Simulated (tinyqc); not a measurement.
Time-dependent dielectric breakdown: cell percolation, Weibull statistics, area scaling and voltage extrapolation: one step, computed by the program tinyqc.

The oxide is divided into columns of area a^2, each holding m = t_ox/a cells (m is taken as continuous). A share lambda(t) = (t/t_1)^alpha of the cells is defective, and a column whose cells are all defective breaks down.

Task: Fitting the sample. W = ln(-ln(1 - F_i)) with the median ranks F_i. Least squares in W: W = beta ln t - beta ln t63. Maximum likelihood: solve sum t^b ln t/sum t^b - 1/b = mean of ln t for b, then t63 = (mean of t^b)^(1/b).

Weibull plot:
```
i,t (s),F_i,ln t,W
1,27.5027,0.0673077,3.314283,-2.663843
2,52.8678,0.1634615,3.967795,-1.723263
3,69.3187,0.2596154,4.238715,-1.202023
4,82.5913,0.3557692,4.413904,-0.821667
5,82.7436,0.4519231,4.415746,-0.508595
6,99.6583,0.5480769,4.601748,-0.230365
7,105.8378,0.6442308,4.661908,0.032925
8,134.4775,0.7403846,4.901397,0.299033
9,158.7521,0.8365385,5.067344,0.593977
10,262.9495,0.9326923,5.571962,0.992689
```

Give: slope by least squares; t63 by least squares; slope by maximum likelihood; t63 by maximum likelihood.

Result:

slope by least squares = 1.7705

t63 by least squares = 122.85 s

slope by maximum likelihood = 1.8316

t63 by maximum likelihood = 121.83 s

Caution: t_1 is an input here; in a real oxide it changes with thickness at fixed voltage.
